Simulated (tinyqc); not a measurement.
Full law against its linear and parabolic limits: Deal-Grove kinetics of thermal oxidation of silicon. Computed by tinyqc, a small Python program. Command: `OMP_NUM_THREADS=1 python tinyqc.py 3015838 3015839 out.jsonl oxide walk`. One thread of a shared host (Intel(R) Xeon(R) Processor @ 2.30GHz), about 0.02 s of CPU time with the checks.

Oxidant diffuses through the oxide and reacts at the interface, so that dx/dt = B/(A + 2x) for the oxide thickness x.

Inputs (values chosen for the exercise, close to those used for silicon):
```
quantity                       value    unit
prefactor B0                     334  um^2/h
activation energy E_B          0.785      eV
prefactor (B/A)0            9.64e+07    um/h
activation energy E_A           2.07      eV
temperature T                   1175       C
oxidant pressure p                 1     atm
pressure exponent m of B/A         1       -
initial oxide x_i               0.01      um
time t                          0.77       h
```

Ambient: steam. Surface: (100).

Constants: k_B = 8.617333262e-05 eV/K.

Method:
- B = B0 p exp(-E_B/(k_B T)), B/A = (B/A)0 p^m exp(-E_A/(k_B T)), p in atm; A = B/(B/A).
- Temperatures in kelvin are T(C) + 273.15.
- tau = (x_i^2 + A x_i)/B and x = (A/2) [sqrt(1 + 4 B (t + tau)/A^2) - 1], the root of x^2 + A x = B (t + tau).
- Silicon consumed is 0.44 times the oxide grown; the rate is B/(A + 2x).
- Linear limit x = (B/A)(t + tau); parabolic limit x = sqrt(B (t + tau)).

tau = 0.00182044 h

length A = 0.102721 um

parabolic constant B = 0.619198 um^2/h

linear constant B/A = 6.02793 um/h

Thickness (um):
```
t (h)    full  linear limit  parabolic limit    2x/A
0.05   0.1350    3.1237e-01           0.1791   2.628
0.1    0.2049    6.1377e-01           0.2511   3.990
0.25   0.3468    1.5180e+00           0.3949   6.753
0.5    0.5084    3.0249e+00           0.5574   9.899
1      0.7379    6.0389e+00           0.7876  14.367
2      1.0632    1.2067e+01           1.1133  20.700
4      1.5236    2.4123e+01           1.5741  29.665
8      2.1751    4.8234e+01           2.2259  42.350
16     3.0968    9.6458e+01           3.1477  60.295
32     4.4004    1.9290e+02           4.4515  85.676
```

Both limits lie above the full result, since each drops one resistance. The linear law overshoots by 130 % in the first row and 4300 % in the last, the parabolic law by 33 % and 1.2 %. The parabolic law is the better one in every row, as 2x/A stays above 1.24.
